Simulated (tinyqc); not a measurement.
## Off-state leakage of single and stacked transistors: subthreshold current against the height of the stack

n-channel devices of unit width. Subthreshold current I(Vg, Vs, Vd) = I0 (T/300 K)^0.5 exp[(Vg - Vs - VT(T) - gb (Vs - Vb) + dd (Vd - Vs))/(nf Vt)] (1 - exp(-(Vd - Vs)/Vt)), VT(T) = VT - cT (T - 300 K). Gate-edge tunnelling Ig (Vd/1 V) exp(ag (Vd - 1 V)), for a gate at 0 V, and band-to-band leakage Ab u exp(-Bb/u), u = Vd - Vb + 1 V, flow at a drain held at V; both are taken as independent of T. In a stack of off transistors (all gates at 0 V) the same subthreshold current passes through each.

All n gates at 0 V, bottom source at 0 V, top drain at V; node voltages follow from equal currents.

Values chosen for this exercise; values of the order met in bulk silicon logic transistors:
```
symbol,value,unit,meaning
T,378,K,temperature
V,1,V,supply voltage
VT,0.27,V,"threshold at 300 K, zero drain and body bias"
cT,0.6,mV/K,fall of the threshold with temperature
I0,0.2,uA/um,current at threshold at 300 K
nf,1.28,,slope factor
dd,0.05,,drain-induced lowering per volt
gb,0.21,,rise of the threshold per volt of source-body bias
Vb,-0.3,V,body voltage
```

Constants: q = 1.602176634e-19 C, kB = 1.380649e-23 J/K, Vt = kB T/q. Results are converted to the units shown.

Subthreshold current against the height of the stack:

| n | I (nA/um) | reduction factor | drain voltage of the bottom device (mV) | source voltage of the top device (mV) | voltage across the top device (V) |
|---|---|---|---|---|---|
| 1 | 0.7779 | 1.000 | 1000 | 0 | 1.000 |
| 2 | 0.1891 | 4.114 | 46.80 | 46.80 | 0.9532 |
| 3 | 0.1073 | 7.249 | 19.31 | 65.55 | 0.9345 |
| 4 | 0.07490 | 10.39 | 12.31 | 77.45 | 0.9226 |
| 5 | 0.05752 | 13.52 | 9.054 | 86.18 | 0.9138 |
| 6 | 0.04669 | 16.66 | 7.164 | 93.08 | 0.9069 |

The second transistor cuts the current by a factor of 4.11, the third by a further 1.76 and the sixth by 1.23. The top device keeps 90.7 % of the supply at n = 6, while the drain voltage of the bottom one falls to 0.220 Vt.

tinyqc, about 0.03 s, one thread, Intel Xeon 2.30GHz (shared host): `OMP_NUM_THREADS=1 python tinyqc.py 2242058 2242059 out.jsonl`
